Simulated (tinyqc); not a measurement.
## Dopant mobility from one pulse

Inverse problem. With linear drift and no window, R = Ron x + Roff (1 - x), dx/dt = k i, k = mv Ron/D^2, and so R^2 = R0^2 - 2 k (Roff - Ron) phi after the flux phi. Find x0, k, mv and the charge passed.

Inputs (values chosen for the exercise):

| symbol | value | unit | meaning |
|---|---|---|---|
| Ron | 200 | ohm | resistance of the fully doped film |
| Roff | 5000 | ohm | resistance of the undoped film |
| D | 10 | nm | film thickness |

R before and after a pulse of flux 0.032 V s (ohm): 2648  1737.3267

Solution. R^2 is linear in the flux and R is linear in the charge.

x0 = 0.490
k = 1.30e4 1/C
mv = 6.50e-15 m^2/(V s)
charge = 14.6 uC

Computed by the program tinyqc: `OMP_NUM_THREADS=1 python tinyqc.py 2880067 2880068 out.jsonl`, one thread of a shared Intel Xeon 2.30GHz, about 0.1 s for the whole run.
